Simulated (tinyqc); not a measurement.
# Tunnelling through a two-layer gate stack, WKB transmission and Tsu-Esaki current: what changes with what

Electrons leave the emitter at x = 0. Energies E (motion across the layers) are in eV from the emitter Fermi level; the collector Fermi level lies at -V and offers states at every E. No charge in the dielectric and no image force: F1 = V/(t1 + t2 eps1/eps2), F2 = F1 eps1/eps2; U = phi1 - F1 x in layer 1 and phi2 - F1 t1 - F2 (x - t1) in layer 2. With C = hbar^2/(2 m0), kappa = sqrt(m (U - E)/C) where U > E and 0 elsewhere; T(E) = exp(-S), S = 2 times the integral of kappa over x.

Inputs (values chosen for the exercise); layer 1 close to silicon dioxide, layer 2 close to hafnium oxide:
- T = 300 K (temperature)
- Ef = 0.26 eV (Fermi energy of the emitter above its band bottom)
- me = 0.22 m0 (emitter mass in the supply function)
- phi1 = 3.2 eV (barrier of layer 1 above the emitter Fermi level at zero bias)
- m1 = 0.52 m0 (tunnelling mass of layer 1)
- t1 = 0.8 nm (thickness of layer 1)
- eps1 = 4 (relative permittivity of layer 1)
- phi2 = 1.47 eV (barrier of layer 2 at zero bias)
- m2 = 0.19 m0 (tunnelling mass of layer 2)
- t2 = 3.7 nm (thickness of layer 2)
- eps2 = 21.3 (relative permittivity of layer 2)
- V = 1.1 V (voltage across the dielectric)

Constants: q = 1.602176634e-19 C, kB = 1.380649e-23 J/K, hbar = 1.054571817e-34 J s, m0 = 9.1093837015e-31 kg, Vt = kB T/q, hbar^2/(2 m0) = 0.0380998212 eV nm^2. Results are converted to the units shown.

Each table varies one quantity; the others keep the values above.

## Effect of the tunnelling mass m1

Each layer adds (2/F) sqrt(m/C) [G(u at its left edge) - G(u at its right edge)] to S, with u = U - E (0 where negative) and G(u) = (2/3) u^1.5. J = J0 times the integral of T(E) N(E) dE, N = ln[(1 + exp(-E/Vt))/(1 + exp((-E - V)/Vt))], J0 = q^2 me m0 kB T/(2 pi^2 hbar^3) (times 1e-4 for A/cm^2 per eV), from E = -Ef to far above the barrier (T = 1 there), by quadrature converged to the digits shown.

Result of one run:
```
m1 (m0)  S at E = 0   T(E = 0)  J (A/cm^2)  mean E of the current (eV)
0.4           21.81  3.371e-10    0.008729                     -0.1009
```

What becomes of these results when the tunnelling mass of layer 1 m1 is changed from 0.4 to 0.25 m0, all else the same?

Result of the changed run:
```
m1 (m0)  S at E = 0  T(E = 0)  J (A/cm^2)  mean E of the current (eV)
0.25          19.96  2.144e-9     0.05732                     -0.1031
```

The whole series:
```
m1 (m0)  S at E = 0   T(E = 0)  J (A/cm^2)  mean E of the current (eV)
0.12          17.82   1.832e-8      0.5087                     -0.1057
0.15          18.39   1.035e-8      0.2845                     -0.1050
0.2           19.22   4.482e-9      0.1214                     -0.1040
0.25          19.96   2.144e-9     0.05732                     -0.1031
0.31          20.75  9.702e-10     0.02558                     -0.1021
0.4           21.81  3.371e-10    0.008729                     -0.1009
0.5           22.85  1.189e-10    0.003023                    -0.09960
0.63          24.06  3.545e-11    8.835e-4                    -0.09813
```

J falls from 0.509 to 8.84e-4 A/cm^2. S goes as m1^(0.18): only one of the two layers feels this mass, so the power is below 0.5.

## Effect of the thickness t1 at fixed voltage

Same model as above.

Effect of the thickness t1 at fixed voltage:
```
t1 (nm)  S at E = 0   T(E = 0)  J (A/cm^2)  mean E of the current (eV)
0.5           19.96   2.141e-9     0.06031                     -0.1066
0.64          21.38  5.198e-10     0.01391                     -0.1032
0.79          22.94  1.086e-10    0.002763                    -0.09960
0.93          24.44  2.435e-11    5.928e-4                    -0.09636
1.07          25.96  5.317e-12    1.243e-4                    -0.09318
1.21          27.50  1.137e-12    2.558e-5                    -0.09005
1.36          29.17  2.138e-13    4.626e-6                    -0.08674
1.5           30.75  4.428e-14    9.265e-7                    -0.08367
```

What does the comparison show?

J falls from 0.0603 to 9.26e-7 A/cm^2: 4.55 decades a nanometre between the first two rows and 4.99 between the last two. The exponent S alone gives dS/dt/ln 10 = 4.39 and 4.88. In 3 of the 8 rows a layer is thinner than 0.8 nm, a few atomic planes, where an effective mass is a rough description.

Numbers from tinyqc (`OMP_NUM_THREADS=1 python tinyqc.py 2540108 2540109 out.jsonl`; about 0.05 s on one thread of a shared Intel Xeon 2.30GHz).
